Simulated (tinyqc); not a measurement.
Comparisons within one model: hydrogenic donor in a hard-walled well (variational). A value that a table varies takes the place of the one given here.

Trial function cos(pi z/L) exp(-r/lam), r measured from the donor at zi, walls at +/- L/2, one eps everywhere. Counted from the lowest subband, E(lam) = c/(m lam^2) - (q/eps) I0/I1, with I0 the integral of cos^2(pi z/L) exp(-2|z - zi|/lam) over the well and I1 the same with the factor (|z - zi| + lam/2); c = hbar^2/2m0, q = e^2/(4 pi eps0). The binding energy is -E at the minimum.

Constants: hbar^2/2m0 = 3.80998211 eV angstrom^2; e^2/(4 pi eps0) = 14.39964547 eV angstrom; Ry = 13.60569312 eV.

Parameters, chosen for this exercise (near those of Si, with one mean mass; not measured data):

| symbol | value | unit | meaning |
|---|---|---|---|
| m | 0.302 | m0 | mass |
| eps | 11.5 |  | dielectric constant |
| Ls | (4, 8, 19, 39, 78, 124, 292) | angstrom | widths |
| L | 19 | angstrom | well width |
| zi | 1 | angstrom | position of the donor from the centre |

## Width of the well

Ry* = 31.0693 meV
a* = 20.151 angstrom

Donor at the centre and at the wall (zi = L/2).

Binding:

| L (angstrom) | L/a* | centre (meV) | in Ry* | wall (meV) | in Ry* | centre/wall |
|---|---|---|---|---|---|---|
| 4 | 0.20 | 103.06 | 3.317 | 76.81 | 2.472 | 1.34 |
| 8 | 0.40 | 90.43 | 2.911 | 59.34 | 1.910 | 1.52 |
| 19 | 0.94 | 71.30 | 2.295 | 39.31 | 1.265 | 1.81 |
| 39 | 1.94 | 55.58 | 1.789 | 26.33 | 0.847 | 2.11 |
| 78 | 3.87 | 43.26 | 1.392 | 17.44 | 0.561 | 2.48 |
| 124 | 6.15 | 37.50 | 1.207 | 13.32 | 0.429 | 2.82 |
| 292 | 14.49 | 32.48 | 1.045 | 9.15 | 0.294 | 3.55 |

What can be read from the table?

At the centre the binding falls from 3.32 to 1.05 Ry*, between the limits 4 and 1. At the wall it falls from 2.47 to 0.29 Ry*, towards 1/4: the wall forces a node through the donor, as in a 2p state. With this trial function, which underbinds wall donors by about a tenth, the wall donor drops below the bulk value between 19 and 39 angstrom. The ratio grows from 1.34 to 3.55. Widths under about 15 angstrom lie outside envelope theory and serve only to show the limit.

## Position of the donor

Fixed width; zi from the centre to the wall.

Binding:

| 2 zi/L | zi (angstrom) | lam (angstrom) | binding (meV) | in Ry* |
|---|---|---|---|---|
| 0.0 | 0.0 | 16.1 | 71.30 | 2.295 |
| 0.2 | 1.9 | 16.5 | 68.72 | 2.212 |
| 0.4 | 3.8 | 17.8 | 61.89 | 1.992 |
| 0.6 | 5.7 | 20.0 | 53.23 | 1.713 |
| 0.8 | 7.6 | 23.0 | 45.33 | 1.459 |
| 0.9 | 8.6 | 24.5 | 42.08 | 1.354 |
| 1.0 | 9.5 | 26.0 | 39.31 | 1.265 |

What can be read from the table?

Uniform doping spreads the level over 31.99 meV, from 71.30 at the centre to 39.31 at the wall, while lam grows by 61 %. The slope is flat at the centre, which gives a peak in the density of donor states there, and steepest between 2 zi/L = 0.4 and 0.6.

## What each parameter does

The minimum over lam; Ry* = Ry m/eps^2. Each row changes one parameter from the base and keeps the others.

Results:

| case | binding (meV) | lam (angstrom) | binding/Ry* |
|---|---|---|---|
| base | 70.57 | 16.2 | 2.271 |
| m = 0.257 m0 | 63.18 | 18.4 | 2.389 |
| eps = 12.7 | 59.71 | 17.5 | 2.344 |
| L = 25 angstrom | 64.70 | 17.2 | 2.083 |
| zi = 0 angstrom | 71.30 | 16.1 | 2.295 |

What can be read from the table?

The largest shifts from the base row, up to three for each result and ties (the steps differ in size, so this ranks the rows, not the parameters). binding (meV): eps -10.86, m -7.39, L -5.87. lam (angstrom): m +2.2, eps +1.3, L +1.0. binding/Ry*: L -0.189, m +0.118, eps +0.073.

tinyqc: `OMP_NUM_THREADS=1 python tinyqc.py 1250626 1250627 out.jsonl`; about 0.02 s, one thread, shared Intel(R) Xeon(R) Processor @ 2.30GHz.
